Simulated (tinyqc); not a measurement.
Extrapolating accelerated tests: lateral field, substrate current, probability of reaching the oxide barrier and hot-carrier lifetime of a silicon transistor (pseudo-two-dimensional and lucky-electron models). Computed by tinyqc, a small Python program. Command: `OMP_NUM_THREADS=1 python tinyqc.py 3013197 3013198 out.jsonl hotcar walk`. One thread of a shared host (Intel(R) Xeon(R) Processor @ 2.30GHz), about 0.01 s of CPU time with the checks.

Local-field models: a lucky carrier gains its energy at the peak field over a path free of collisions. Voltages are magnitudes.

Inputs (values chosen for the exercise, modelled on a silicon n-channel):
```
quantity                           value                      unit
channel length L                     330                        nm
oxide thickness t                      7                        nm
junction depth x_j                    94                        nm
mobility mu                          340                cm^2/(V s)
saturation velocity v_s             0.89                  1e7 cm/s
threshold voltage V_T               0.41                         V
gate voltage V_G                     1.6                         V
drain voltage V_D                    2.7                         V
ionisation prefactor A_i           2e+06                      1/cm
ionisation field B_i                1.66                     MV/cm
hot-carrier mean free path lambda    8.2                        nm
oxide barrier phi_b                  3.1                        eV
interface-trap threshold phi_it      3.7                        eV
lifetime constant H                   70  s microampere/micrometre
```

Drain: abrupt.

Constants: eps_0 = 8.8541878128e-12 F/m.

Method:
- C_ox = 3.9 eps_0/t; F_sat = 2 v_s/mu; V_Dsat = V_ov F_sat L/(V_ov + F_sat L), V_ov = V_G - V_T; I_D/W = C_ox v_s (V_ov - V_Dsat).
- Scale length l = 0.22 t^(1/3) x_j^(1/2) (all in cm); F_m = sqrt(((V_D - V_Dsat)/l_e)^2 + F_sat^2), with l_e = l; length of the velocity-saturated region l_e ln((V_D - V_Dsat)/(l_e F_sat) + F_m/F_sat).
- Substrate current I_sub/I_D = (A_i/B_i)(V_D - V_Dsat) exp(-B_i/F_m); probability of reaching the oxide barrier exp(-phi_b/(e lambda F_m)); lifetime tau = (H/(I_D/W)) exp(phi_it/(e lambda F_m)).
- V_10 solves tau = 3.156e8 s at the given V_G. The extrapolation fits ln(tau) against 1/V_D at 1, 1.08, 1.16 and 1.25 times the given V_D (rounded to 3 digits) by least squares and reads off the same tau.

V_Dsat = 0.704643 V

Stress points:
```
V_D (V)  1/V_D (1/V)     tau (s)
2.70         0.37037  2.1230e+05
2.92         0.34247  5.7794e+04
3.13         0.31949  2.0679e+04
3.38         0.29586  7.4725e+03
```

ten-year drain voltage V_10 = 1.9730 V

V_10 from the 1/V_D extrapolation = 1.8747 V

What follows from these numbers?

The extrapolation is 98 mV below the true value: ln(tau) is nearly linear in 1/(V_D - V_Dsat), not in 1/V_D, so the straight line errs on the safe side when one extrapolates down. At V_10 the available energy e V_D is below phi_it, so the model understates the lifetime there.

Extremes, crossings and ranges named in words are read from the listed rows.
